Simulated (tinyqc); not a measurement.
Atomic layer deposition: Langmuir saturation, growth per cycle and coating of deep features. From aspect ratio reached by the front in time t back to precursor pressure p. Computed by tinyqc, a small Python program. Command: `OMP_NUM_THREADS=1 python tinyqc.py 3004624 3004625 out.jsonl ald inv`. One thread of a shared host (Intel(R) Xeon(R) Processor @ 2.30GHz), about 0.02 s of CPU time with the checks.

Precursor A sticks only on free sites, so a long enough pulse saturates; co-reactant B then frees the sites again.

Inputs (values chosen for the exercise, modelled on zinc oxide from diethylzinc and water):
```
quantity                                 value    unit
precursor mass M                           124       u
site density q                             7.5  1/nm^2
sticking probability beta on free sites  0.012       -
temperature T                              150       C
pulse time t                               0.3       s
desorption energy E_d                     1.64      eV
aspect ratio a                             120       -
```

Feature: round hole.

Constants: u = 1.6605390666e-27 kg; k_B = 1.380649e-23 J/K; k_B = 8.617333262e-05 eV/K.

Method:
- Wall flux F = p/sqrt(2 pi M k_B T); rate of filling k_a = beta F/q; desorption k_d = 1e13 exp(-E_d/(k_B T)) per second. 1/m^2 = 1e-18/nm^2.
- Temperatures in kelvin are T(C) + 273.15.
- Diffusion-limited filling (Gordon) of a round hole of diameter w: a saturation front at depth z needs dz/dt = D_K n/(z (4q/w)), with Knudsen D_K = w c/3 and F = n c/4; including the entrance and floor terms, t = (q/F)(1 + 19a/4 + 3a^2/2). Reaction-limited filling needs ln(100)/k_a at any depth, k_a = beta F/q. Flow is molecular. The front picture holds when the modulus a sqrt(beta) is well above 1.
- Depth reached by the given pulse: solve the same formula for a. Exposure = p x diffusion-limited time; 1 langmuir = 1.33322e-4 Pa s.

Task: A run gave the result below. Find the precursor pressure p, known to lie between 0.33 and 0.58 Pa.

aspect ratio reached by the front in time t = 10.09449

Result:

Each step takes the trial c = (a f_b - b f_a)/(f_b - f_a), f being the result less the target and a, b, c the logarithms of the listed values; c replaces end b, the old b replaces a if the sign of f changed, and otherwise f_a is halved.

Scan of the range:
```
precursor pressure p (Pa)  aspect ratio reached by the front in time t
0.330                                                           8.5686
0.363                                                           9.0554
0.398                                                           9.5485
0.437                                                          10.0735
0.481                                                          10.6386
0.528                                                          11.2148
0.580                                                          11.8235
```

False position (Illinois rule, in the logarithm of the input) inside the bracket:
```
step     end a     end b     trial  aspect ratio reached by the front in time t
1     0.437000  0.481000  0.438563                                      10.0940
2     0.481000  0.438563  0.438599                                      10.0945
3     0.481000  0.438599  0.438601                                      10.0945
4     0.438599  0.438601  0.438600                                      10.0945
```

Aspect ratio reached by the front in time t rises at every point of a 13-point scan of the range (every second point is shown), so one value fits; it is bracketed by 0.437 and 0.481. Answer: precursor pressure p = 0.4386 Pa.

Caution: the pulse is shorter than ln(100)/k_a, so even the open surface is not saturated and the depth reached has no meaning. Caution: the depth reached is formal here: it is under 2/sqrt(beta), so no sharp front has formed.
